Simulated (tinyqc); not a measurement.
# Reverse leakage of an n+-p junction: diffusion, generation, trap-assisted and band-to-band tunnelling: leakage components against the temperature

One-sided abrupt junction in the depletion approximation, x from the junction (0) to W on the p side, field F = F0 (1 - x/W). Flat quasi-Fermi levels, long p side. Traps generate through SRH with both lifetimes shortened by 1 + Gamma (Hurkx enhancement, form for moderate fields); band-to-band generation is local and needs a total bending above Eg.

Nc and Nv are given at 300 K and scale as (T/300 K)^1.5; all else is held fixed. ni = sqrt(Nc Nv) exp(-Eg/(2 Vt)), Eg in volts; Vbi = Vt ln(Na Nd/ni^2); W = sqrt(2 eps0 eps_r (Vbi + VR)/(q Na)); F0 = 2 (Vbi + VR)/W; FG = sqrt(24 mt m0 (kB T)^3)/(q hbar); J_diff = q ni^2 sqrt(Dn/tau)(1 - exp(-VR/Vt))/Na. u = (Vbi + VR)(1 - x/W)^2, p = Na exp(-u/Vt), n = Nd exp((u - Vbi - VR)/Vt); G0 = ni^2 (1 - exp(-VR/Vt))/(tau (n + p + 2 ni cosh(Et/Vt))); Gamma = 2 sqrt(3 pi)(F/FG) exp((F/FG)^2); trap-assisted part G0 Gamma; G_bb = Ab F^2.5 exp(-Bb/F) with F in V/cm, zero unless Vbi + VR > Eg, and counted as zero under 1 cm^-3 s^-1. Currents are q times the integrals over 0 to W; J_bb under 1e-8 of J is printed as 0; rows with F0/FG above 2.2, beyond the range of this Gamma, are left out.

Values chosen for this exercise; band and dielectric values those of a made-up semiconductor: band gap Eg = 1.12 eV; relative permittivity eps_r = 11.6; conduction-band density of states at the reference temperature Nc = 2.86e19 cm^-3; valence-band density of states at the reference temperature Nv = 3.43e19 cm^-3; acceptor density of the lighter side Na = 5.1e17 cm^-3; donor density of the heavier side Nd = 5e19 cm^-3; SRH lifetime of both carriers at zero field tau = 1e-7 s; trap level above the intrinsic level Et = 0 eV; tunnelling mass mt = 0.26 m0; electron diffusion coefficient on the lighter side Dn = 4.5 cm^2/s; band-to-band prefactor Ab = 7e14 cm^-0.5 V^-2.5 s^-1; band-to-band field constant Bb = 1.82e7 V/cm; reverse bias VR = 2.3 V.

Constants: q = 1.602176634e-19 C, kB = 1.380649e-23 J/K, hbar = 1.054571817e-34 J s, m0 = 9.1093837015e-31 kg, Vt = kB T/q, eps0 = 8.8541878128e-14 F/cm where lengths are in cm. Results are converted to the units shown.

Result of one run:
```
T (K)  F0 (kV/cm)  F0/FG  J_diff (A/cm^2)  J_SRH (A/cm^2)  J_TAT (A/cm^2)  J_bb (A/cm^2)  J (A/cm^2)              largest part
370           723   1.40          2.15e-9         4.17e-6         6.29e-5        1.78e-7     6.72e-5  trap-assisted tunnelling
```

What becomes of these results when the temperature T is changed from 370 to 310 K, all else the same?

Result of the changed run:
```
T (K)  F0 (kV/cm)  F0/FG  J_diff (A/cm^2)  J_SRH (A/cm^2)  J_TAT (A/cm^2)  J_bb (A/cm^2)  J (A/cm^2)              largest part
310           727   1.84         1.41e-12         1.05e-7         4.82e-6        2.09e-7     5.14e-6  trap-assisted tunnelling
```

The whole series:
```
T (K)  F0 (kV/cm)  F0/FG  J_diff (A/cm^2)  J_SRH (A/cm^2)  J_TAT (A/cm^2)  J_bb (A/cm^2)  J (A/cm^2)              largest part
280           729   2.15         1.17e-14         9.44e-9         1.11e-6        2.25e-7     1.34e-6  trap-assisted tunnelling
310           727   1.84         1.41e-12         1.05e-7         4.82e-6        2.09e-7     5.14e-6  trap-assisted tunnelling
340           725   1.60         7.53e-11         7.73e-7         1.86e-5        1.93e-7     1.96e-5  trap-assisted tunnelling
370           723   1.40          2.15e-9         4.17e-6         6.29e-5        1.78e-7     6.72e-5  trap-assisted tunnelling
400           721   1.24          3.79e-8         1.77e-5         1.86e-4        1.63e-7     2.04e-4  trap-assisted tunnelling
430           719   1.11          4.55e-7         6.18e-5         4.90e-4        1.49e-7     5.52e-4  trap-assisted tunnelling
```

J rises from 1.34e-6 to 5.52e-4 A/cm^2. Trap-assisted tunnelling leads at T = 280 and in all other rows. Activation energies over the table: 1.21 eV for diffusion (Eg = 1.12 eV, raised by the T^3 of ni^2), 0.608 eV for SRH generation (Eg/2 + |Et| = 0.560 eV), 0.421 eV for the trap-assisted part, lower since Gamma grows on cooling; the total shows 0.334 eV at the cold end and 0.492 eV at the hot end.

Range of the model: The n+ side is degenerate, so Vbi from Boltzmann statistics is only a guide.

Numbers from tinyqc (`OMP_NUM_THREADS=1 python tinyqc.py 2290110 2290111 out.jsonl`; about 0.01 s on one thread of a shared Intel Xeon 2.30GHz).
